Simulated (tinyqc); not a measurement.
# Segment and feed resistance from two drops

Problem. A rail is fed at one end through Rq; K loads of Ij follow, each after a segment Rs. The drop at load j is K Ij Rq + Rs Ij sum_(l=1..j) (K - l + 1). Find Rs, Rq and the worst drop, at the middle, if the rail were fed through Rq at both ends: K Ij Rq/2 + Rs Ij K^2/8 with the load taken as continuous.

Values chosen for this exercise: number of equal loads K = 23; current of each load Ij = 0.32 mA.

drops at the first and at the last load (mV): [2.0019200, 7.0214400]

Solution. The difference of the two drops is Rs Ij K (K - 1)/2, which gives Rs; the first drop then gives Rq.

Rs = 0.06200 ohm
Rq = 0.2100 ohm
drop at the middle with two feeds = 2.085 mV

Numbers from tinyqc (`OMP_NUM_THREADS=1 python tinyqc.py 2770166 2770167 out.jsonl`; about 0.1 s on one thread of a shared Intel Xeon 2.30GHz).
